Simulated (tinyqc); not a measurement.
Microkinetic model of low-temperature epitaxy from hydride gases: adsorption, hydrogen desorption and rate control: one step, computed by the program tinyqc. Command: `OMP_NUM_THREADS=1 python tinyqc.py 3004162 3004163 out.jsonl hepi walk`. One thread of a shared host (Intel(R) Xeon(R) Processor @ 2.30GHz), about 0.01 s of CPU time with the checks.

Each hydride molecule needs two free sites and leaves four hydrogen atoms, of which two leave at once as H2; theta is the hydrogen coverage, the site density is 6.78 per nm^2 and one layer is 1.358 angstrom thick.

Question. Coverage and growth rate. With k the hydride and k_H the hydrogen adsorption rate on free pairs and k_d the desorption rate, steady state: 2 (k + k_H)(1 - theta)^2 = k_d theta; growth rate R = k (1 - theta)^2 layers/s; 1 layer/s = 8.148 nm/min. With c = 2 (k + k_H)/k_d the free share is 1 - theta = 2/(1 + sqrt(1 + 4c)).

Inputs (values chosen for the exercise, close to those used for silane and germane on Si(001)): temperature T = 470 C.

Film: silicon-germanium. Order of hydrogen desorption: first.

k = 18.85755 1/s

k_H = 0 1/s

k_d = 0.007016205 1/s

Give: c; hydrogen coverage theta; growth rate R in layers; growth rate G.

Answer.

c = 5375

hydrogen coverage theta = 0.9865

growth rate R in layers = 0.003461 layers/s

growth rate G = 0.02820 nm/min

Hydrogen covers most sites: its desorption limits growth.
